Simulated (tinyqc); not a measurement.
# Off-state leakage of single and stacked transistors: what changes with what

n-channel devices of unit width. Subthreshold current I(Vg, Vs, Vd) = I0 (T/300 K)^0.5 exp[(Vg - Vs - VT(T) - gb (Vs - Vb) + dd (Vd - Vs))/(nf Vt)] (1 - exp(-(Vd - Vs)/Vt)), VT(T) = VT - cT (T - 300 K). Gate-edge tunnelling Ig (Vd/1 V) exp(ag (Vd - 1 V)), for a gate at 0 V, and band-to-band leakage Ab u exp(-Bb/u), u = Vd - Vb + 1 V, flow at a drain held at V; both are taken as independent of T. In a stack of off transistors (all gates at 0 V) the same subthreshold current passes through each.

Values chosen for this exercise; values of the order met in bulk silicon logic transistors:

| symbol | value | unit | meaning |
|---|---|---|---|
| T | 300 | K | temperature |
| V | 0.7 | V | supply voltage |
| VT | 0.36 | V | threshold at 300 K, zero drain and body bias |
| cT | 0.8 | mV/K | fall of the threshold with temperature |
| I0 | 0.37 | uA/um | current at threshold at 300 K |
| nf | 1.23 |  | slope factor |
| dd | 0.17 |  | drain-induced lowering per volt |
| gb | 0.19 |  | rise of the threshold per volt of source-body bias |
| Ig | 0.0003 | uA/um | gate-edge tunnelling current at 1 V |
| ag | 3.5 | 1/V | exponential slope of the gate current |
| Ab | 40 | uA/(um V) | prefactor of band-to-band leakage at the drain |
| Bb | 30 | V | its exponential voltage |
| Vb | 0 | V | body voltage |

Constants: q = 1.602176634e-19 C, kB = 1.380649e-23 J/K, Vt = kB T/q. Results are converted to the units shown.

Each table varies one quantity; the others keep the values above.

## Subthreshold current against the height of the stack

All n gates at 0 V, bottom source at 0 V, top drain at V; node voltages follow from equal currents.

Results:
columns A: n; B: I (nA/um); C: reduction factor; D: drain voltage of the bottom device (mV); E: source voltage of the top device (mV); F: voltage across the top device (V)
```
A         B      C      D      E       F
1    0.1891  1.000  700.0      0  0.7000
2  0.006504  29.07  78.79  78.79  0.6212
3  0.002849  66.37  21.60  98.09  0.6019
4  0.001797  105.2  12.18  108.9  0.5911
6  0.001025  184.4  6.458  122.0  0.5780
```

Estimate the missing row, n = 5.

Computed row:
columns A: n; B: I (nA/um); C: reduction factor; D: drain voltage of the bottom device (mV); E: source voltage of the top device (mV); F: voltage across the top device (V)
```
A         B      C      D      E       F
5  0.001307  144.6  8.451  116.3  0.5837
```

With this row back in the table: The second transistor cuts the current by a factor of 29.1, the third by a further 2.28 and the sixth by 1.27. The top device keeps 82.6 % of the supply at n = 6, while the drain voltage of the bottom one falls to 0.250 Vt.

## Leakage components against the supply voltage

Same model as above.

One transistor with Vg = Vs = 0, Vd = V; stack factor I(one)/I(two in series).

Results:
```
V (V)  subthreshold (nA/um)  gate edge (nA/um)  band-to-band (nA/um)  total (nA/um)  stack factor  largest part
0.5                 0.06490            0.02607              1.237e-4        0.09109         11.90  subthreshold
0.6                  0.1108            0.04439              4.604e-4         0.1556         18.49  subthreshold
0.7                  0.1891            0.07349              0.001474         0.2640         29.07  subthreshold
0.8                  0.3227             0.1192              0.004160         0.4461         46.07  subthreshold
1                    0.9401             0.3000               0.02447          1.265         117.2  subthreshold
1.1                   1.605             0.4683               0.05249          2.125         187.8  subthreshold
1.2                   2.739             0.7250                0.1053          3.569         301.2  subthreshold
1.3                   4.675              1.114                0.1991          5.988         483.6  subthreshold
1.4                   7.979              1.703                0.3578          10.04         776.9  subthreshold
```

Estimate the missing row, V = 0.9 V.

Computed row:
```
V (V)  subthreshold (nA/um)  gate edge (nA/um)  band-to-band (nA/um)  total (nA/um)  stack factor  largest part
0.9                  0.5508             0.1903               0.01056         0.7516         73.37  subthreshold
```

With this row back in the table: As V goes from 0.5 to 1.4, the total leakage rises from 0.0911 to 10.0 nA/um. The subthreshold part leads at V = 0.5 and in all other rows. The reduction by a stack of two rises from 11.9 to 777, for the subthreshold part alone.

Numbers from tinyqc (`OMP_NUM_THREADS=1 python tinyqc.py 2242258 2242259 out.jsonl`; about 0.03 s on one thread of a shared Intel Xeon 2.30GHz).
